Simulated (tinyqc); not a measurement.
Changing the fraction x of B: elastic strain and critical thickness of a cubic alloy layer A(1-x)B(x) on a thick substrate. Computed by tinyqc, a small Python program. Command: `OMP_NUM_THREADS=1 python tinyqc.py 3025914 3025915 out.jsonl misfit sweep`. One thread of a shared host (Intel(R) Xeon(R) Processor @ 2.30GHz), about 0.01 s of CPU time with the checks.

Strain is positive in tension. The layer is coherent with the substrate unless said otherwise.

Inputs (values chosen for the exercise, modelled on Ge(1-x)Si(x) on Ge):

| quantity | value | unit |
|---|---|---|
| lattice constant a_A | 5.658 | angstrom |
| lattice constant a_B | 5.431 | angstrom |
| substrate lattice constant a_S | 5.658 | angstrom |
| layer thickness h | 4.4 | nm |
| X-ray wavelength | 1.540593 | angstrom |
| start of the iteration h0/b | 100 | - |

Growth plane: (001). Layer: uncapped. Misfit dislocation: 60-degree.

C11, C12, C44 of A (GPa): 129.3  48.38  67.58

C11, C12, C44 of B (GPa): 165.6  63.05  78.23

Method:
- a = (1 - x) a_A + x a_B, the same rule for each C_ij; misfit f = (a_S - a)/a, the in-plane strain of the coherent layer.
- (001): D = 2 C12/C11, M = C11 + C12 - 2 C12^2/C11. The free surface carries no normal stress, so e_perp = -D f; dV/V = 2 f + e_perp; stress = M f; energy per area = M f^2 h (1 GPa nm = 1 J/m^2).
- Reflection 004: d = a_perp/sqrt(16), with a_perp = a (1 + e_perp) for the coherent layer, a for the relaxed layer and a_S for the substrate; sin(theta) = lambda/(2 d).
- Voigt averages: G = (C11 - C12 + 3 C44)/5, B = (C11 + 2 C12)/3, nu = (3 B - 2 G)/(2 (3 B + G)); b = a/sqrt(2). The 60-degree dislocation has cos alpha = 1/2, and cos lambda = 1/2 on (001).
- Matthews-Blakeslee: h_c = A [ln(h_c/b) + 1], A = b (1 - nu cos^2 alpha)/(8 pi |f| (1 + nu) cos lambda), the factor 8 pi being that of an uncapped layer.
- Start at h0, put the right side back in, and stop when the change is below 1e-9 h or h turns negative.

One run for each value:

| fraction x of B | misfit f | in-plane stress (GPa) | critical thickness h_c (Matthews-Blakeslee) (nm) | peak separation of the coherent layer (arcsec) | biaxial modulus M (GPa) |
|---|---|---|---|---|---|
| 0.04 | 0.001607 | 0.2299 | 102.50 | 377.2 | 143.04 |
| 0.13 | 0.005243 | 0.7685 | 24.41 | 1236.4 | 146.57 |
| 0.22 | 0.008905 | 1.3366 | 12.41 | 2110.4 | 150.09 |
| 0.32 | 0.013005 | 2.0030 | 7.49 | 3099.3 | 154.01 |
| 0.41 | 0.016724 | 2.6347 | 5.29 | 4005.6 | 157.54 |
| 0.50 | 0.020471 | 3.2970 | 3.95 | 4927.7 | 161.06 |
| 0.59 | 0.024245 | 3.9903 | 3.07 | 5866.1 | 164.58 |
| 0.68 | 0.028047 | 4.7149 | 2.45 | 6821.1 | 168.11 |
| 0.78 | 0.032305 | 5.5572 | 1.94 | 7902.2 | 172.03 |
| 0.87 | 0.036167 | 6.3491 | 1.60 | 8893.6 | 175.55 |
| 0.96 | 0.040058 | 7.1733 | 1.33 | 9903.0 | 179.07 |

What does the table show, and why?

Over the rows, misfit f rises from 0.00161 to 0.0401 (exponent d ln y / d ln x about 1.0 throughout); in-plane stress (GPa) rises from 0.230 to 7.17 (exponent d ln y / d ln x 1.0 between the first rows and 1.2 between the last); critical thickness h_c (Matthews-Blakeslee) (nm) falls from 102 to 1.33 (exponent d ln y / d ln x -1.2 between the first rows and -1.9 between the last). h_c |f| / 1 nm runs from 0.165 to 0.0532: it would be constant but for the logarithm and the drift of b and nu.

Caution (rows 0.500, 0.590, 0.680, 0.780, 0.870, 0.960): above about 2 % misfit, linear elasticity is rough and compressed layers tend to form islands before dislocations. Caution (rows 0.680, 0.780, 0.870, 0.960): a critical thickness of a few Burgers vectors is outside continuum elasticity and hangs on the core term.

Extremes, crossings and ranges named in words are read from the listed rows.
